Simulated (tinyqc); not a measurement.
What moves the populations: electrons shared among three sets of ellipsoidal valleys.

F_j(eta) = (1/Gamma(j + 1)) integral_0^infinity x^j dx/(1 + exp(x - eta)), which tends to exp(eta) for eta << 0.

Sets Gamma, L, X: N_i = M_i times N = 2 (m kB T/(4 pi c))^(3/2) with c = hbar^2/2m0, in 1/angstrom^3; times 1e24 for 1/cm^3, m = (ml mt^2)^(1/3); n = sum_i N_i F_1/2((EF - dE_i)/kT), energies from the edge of the first set; mu_drift = sum of share times mobility.

Constants: hbar^2/2m0 = 3.80998211 eV angstrom^2; kB = 8.617333262e-05 eV/K.

Inputs chosen for the exercise (masses and offsets near those of InP; mobilities are free inputs, held fixed; the results hold for these values, not for the real material):
- dE = (0, 0.47, 0.742) eV (edges of Gamma, L, X above the first)
- M = (1, 4, 3) (valleys in each set)
- ml = (0.083, 1.779, 1.285) m0 (longitudinal masses of Gamma, L, X)
- mt = (0.083, 0.1336, 0.2808) m0 (transverse masses)
- mu = (4600, 500, 290) cm^2/(V s) (mobility of each set)
- n = 3.9e+18 1/cm^3 (total electron density)
- T = 77 K

All else solved anew.

Results for these values:

| case | EF (eV) | share Gamma | share L | share X | mu_drift (cm^2/(V s)) |
|---|---|---|---|---|---|
| base | 0.1085 | 1.0000 | 0.0000 | 0.0000 | 4600 |

What happens to each result for ml = (0.083, 2.1348, 1.285) m0, all else kept?

Answer: EF does not change at the printed digits; share Gamma does not change at the printed digits; share L does not change at the printed digits; share X does not change at the printed digits; mu_drift does not change at the printed digits.

The same for each parameter in turn:

| case | EF (eV) | share Gamma | share L | share X | mu_drift (cm^2/(V s)) |
|---|---|---|---|---|---|
| base | 0.1085 | 1.0000 | 0.0000 | 0.0000 | 4600 |
| T = 127 K | 0.1079 | 1.0000 | 0.0000 | 0.0000 | 4600 |
| n = 1.17e+19 1/cm^3 | 0.2263 | 1.0000 | 0.0000 | 0.0000 | 4600 |
| dE = (0, 0.376, 0.742) eV | 0.1085 | 1.0000 | 0.0000 | 0.0000 | 4600 |
| mt = (0.083, 0.1603, 0.2808) m0 | 0.1085 | 1.0000 | 0.0000 | 0.0000 | 4600 |
| ml = (0.083, 2.1348, 1.285) m0 | 0.1085 | 1.0000 | 0.0000 | 0.0000 | 4600 |
| mu = (5520, 500, 290) cm^2/(V s) | 0.1085 | 1.0000 | 0.0000 | 0.0000 | 5520 |

Run: tinyqc, `OMP_NUM_THREADS=1 python tinyqc.py 1650114 1650115 out.jsonl`; Intel(R) Xeon(R) Processor @ 2.30GHz, one thread, shared host; about 0.01 s of CPU time with all checks.
